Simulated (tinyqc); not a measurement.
Inside a calculation. Model: threshold-voltage variability of a planar MOSFET, analytic estimates.

Numbers from tinyqc (`OMP_NUM_THREADS=1 python tinyqc.py 2090040 2090041 out.jsonl`; about 0.01 s on one thread of a shared Intel Xeon 2.30GHz). Printed values are rounded.

Three independent sources add in quadrature: random dopants in the depleted layer, metal-gate grains of two orientations, and roughness of the two gate edges acting through the roll-off VT = VT(long) - Vr exp(-L/l). These are first-order estimates: no three-dimensional electrostatics, no percolation.

Parameters, values chosen for the exercise; material values those of a made-up semiconductor:

| symbol | value | unit | meaning |
|---|---|---|---|
| T | 300 | K | temperature |
| Eg | 1.43 | eV | band gap |
| eps_r | 9.48 |  | relative permittivity of the semiconductor |
| Nc | 2.36e19 | cm^-3 | conduction-band density of states at T |
| Nv | 2.4e19 | cm^-3 | valence-band density of states at T |
| Na | 1.3e18 | cm^-3 | channel doping |
| ti | 1.4 | nm | oxide-equivalent thickness in inversion |
| L | 45 | nm | gate length |
| W | 180 | nm | gate width |
| G | 15 | nm | metal grain size |
| dW | 0.1 | eV | work-function difference of the two grain orientations |
| p | 0.3 |  | share of the orientation of higher work function |
| De | 1.4 | nm | rms roughness of one gate edge |
| La | 15 | nm | correlation length of the roughness |
| l | 8.9 | nm | decay length of the threshold roll-off |
| Vr | 2.3 | V | prefactor of the roll-off |
| n | 1.16 |  | subthreshold factor |
| gI | 10 | 1/V | gm/I of a matched pair |
| sb | 2.7 | % | spread of the gain factor of one device |
| Nb | 268435456 |  | number of cells |
| Y | 0.64 |  | wanted yield |

Constants: q = 1.602176634e-19 C, kB = 1.380649e-23 J/K, Vt = kB T/q, eps0 = 8.8541878128e-14 F/cm where lengths are in cm. Results are converted to the units shown.

## Random dopants

ni = sqrt(Nc Nv) exp(-Eg/(2 Vt)), Eg in volts; Cox = 3.9 eps0/ti; Wd = sqrt(4 eps0 eps_r Vt ln(Na/ni)/(q Na)); dopants: s1 = (q/Cox) sqrt(Na Wd/(3 L W)). The slope A1 = s1 sqrt(L W); mean number of dopants Na L W Wd.

Cox = 2.46652 uF/cm^2
Wd = 32.1157 nm
mean number of dopants = 338.179
A1 = 0.766293 mV um
s1 = 8.51437 mV

Counting alone, 1/sqrt(N) of the depletion voltage q Na Wd/Cox = 271 mV, would give sqrt(3) times more: dopants deep in the layer act less on the surface.

## Metal grains and edge roughness

Grains: Ng = L W/G^2 (at least 1), s2 = dW sqrt(p (1 - p)/Ng). Edges, with exponential correlation and u = W/La: the mean gate length has sL^2 = 2 De^2 (2/u)[1 - (1 - exp(-u))/u]; s3 = sL (Vr/l) exp(-L/l).

Ng = 36
s2 = 7.63763 mV
sL = 0.773879 nm
dVT/dL = 1.64614 mV/nm
s3 = 1.27391 mV

## Total spread, mismatch and leakage

s = sqrt(s1^2 + s2^2 + s3^2). For a pair: s(dVT) = sqrt(2) s; current mismatch sqrt(2) sqrt((gI s)^2 + sb^2); input offset = current mismatch/gI. For a Gaussian VT the off current is log-normal with mean/median = exp(s^2/(2 (n Vt)^2)).

s = 11.5087 mV
s(dVT) = 16.2758 mV
current mismatch = 16.7177 %
input offset = 16.7177 mV
mean/median of Ioff = 1.07642

The dopants give 54.7 % of the variance; without them s would be 7.74 mV.

## Iteration 1: margin in standard deviations for the wanted yield

k at the start = 3

Cells fail independently with probability Q(k) = erfc(k/sqrt(2))/2 when the margin is k standard deviations, and Y = exp(-Nb Q(k)). phi = exp(-k^2/2)/sqrt(2 pi). Newton steps on ln Q(k) = ln(-ln(Y)/Nb): k(new) = k + [ln Q - ln(-ln(Y)/Nb)] Q/phi.

Q(k) = 0.00134990
phi = 0.00443185
k after iteration 1 = 7.14462

## Iteration 2: margin in standard deviations for the wanted yield

As before.

Q(k) = 4.51235e-13
phi = 3.28479e-12
k after iteration 2 = 6.01655

## Course of the iteration: margin in standard deviations for the wanted yield

Stop when k changes by less than 1e-9, or after 30 iterations.

Course of the iteration:
```
iteration	k	|change|
1	7.14462	4.14
2	6.01655	1.13
3	5.91551	0.101
4	5.91469	8.20e-4
5	5.91469	5.40e-8
6	5.91469	< 1e-12
```

Converged in 6 iterations. At the end the number of correct digits about doubles with each step. With s(dVT) = 16.3 mV, 5.91 standard deviations are 96.3 mV.
